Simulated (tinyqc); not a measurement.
# Schottky barrier on an n-type semiconductor, non-linear Poisson equation by Newton steps: effect of the bias of the metal against the semiconductor

One dimension, metal at x = 0, donor density C(x) = Nd, uniform. Energies are counted from the electron Fermi level of the semiconductor and the conduction-band edge is Ec = -psi, so n = Nc exp(psi/Vt); holes follow the Fermi level of the metal, at -V, so p = Nv exp((V - psi - Eg)/Vt). Ends: psi(0) = V - phiB and psi = Vt ln(Nd/Nc) deep inside. Boltzmann statistics, full ionisation, no current, no image force in the Poisson equation.

First integral for uniform doping: E_0^2 = (2 q/(eps0 eps_r)) [Nd (U - Vt + Vt exp(-U/Vt)) + Vt p_0], U = Vbi - V, Vbi = phiB - Vt ln(Nc/Nd), p_0 = Nv exp((phiB - Eg)/Vt) (deep holes neglected). Image-force lowering dphi = sqrt(q E_0/(4 pi eps0 eps_r)), at x_m = sqrt(q/(16 pi eps0 eps_r E_0)). W = sqrt(2 eps0 eps_r U/(q Nd)).

Values chosen for this exercise; band and dielectric values close to those of cadmium telluride: temperature T = 300 K; band gap Eg = 1.52 eV; relative permittivity eps_r = 10.2; conduction-band density of states at T Nc = 7.97e17 cm^-3; valence-band density of states at T Nv = 1.8e19 cm^-3; donor density deep in the semiconductor Nd = 4.8e16 cm^-3; barrier height phiB = 0.71 eV.

Constants: q = 1.602176634e-19 C, kB = 1.380649e-23 J/K, Vt = kB T/q, eps0 = 8.8541878128e-14 F/cm where lengths are in cm. Results are converted to the units shown.

The same in every row: Vbi (V) = 0.6374; p_0/Nd = 9.260e-12.

Results:
```
V (V),W (nm),E_0 (kV/cm),dphi (mV),exp(dphi/Vt)
0,122.4,102.1,37.96,4.342
-2.9,288.2,244.5,58.76,9.707
-5.7,385.8,327.9,68.03,13.90
-8.6,465.8,396.1,74.78,18.04
-11.4,531.7,452.3,79.91,22.00
-17.1,645.4,549.2,88.05,30.15
-20,696.2,592.5,91.46,34.39
```

Estimate the missing row, V = -14.3 V.

Computed row:
```
V (V),W (nm),E_0 (kV/cm),dphi (mV),exp(dphi/Vt)
-14.3,592.3,503.9,84.35,26.12
```

With this row back in the table: As V goes from 0 to -20, the surface field rises from 102 to 592 kV/cm, the lowering rises from 38.0 to 91.5 mV and W rises from 122 to 696 nm. The reverse current factor exp(dphi/Vt) grows by 7.92 over the table, so a thermionic reverse current does not saturate.

tinyqc, about 0.07 s, one thread, Intel Xeon 2.30GHz (shared host): `OMP_NUM_THREADS=1 python tinyqc.py 2020135 2020136 out.jsonl`
